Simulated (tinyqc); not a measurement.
Valence-band offset from core levels (Kraut method), with the dipole against the affinity rule: one step of the calculation.

Binding energies are counted downwards from the Fermi level. dEv > 0 means that the valence edge of B lies below that of A, dEc > 0 that the conduction edge of B lies above that of A; dEc + dEv = EgB - EgA. The spectra are made-up values treated as data.

Problem. Valence-band maximum of bare A. Fit a straight line to the leading edge by least squares; the maximum vA lies where it meets the background.

Inputs (values chosen for the exercise): background counts in the gap bg = 51.

| point | binding energy (eV) | counts on the leading edge |
|---|---|---|
| 0 | 0.5 | 309 |
| 1 | 0.62 | 432 |
| 2 | 0.74 | 550 |
| 3 | 0.86 | 650 |
| 4 | 0.98 | 801 |
| 5 | 1.1 | 897 |

Give: slope; intercept; vA.

Solution.

slope = 987.38 counts/eV
intercept = -183.40 counts
vA = 0.23740 eV

tinyqc, about 0.01 s, one thread, Intel Xeon 2.30GHz (shared host): `OMP_NUM_THREADS=1 python tinyqc.py 2410125 2410126 out.jsonl`
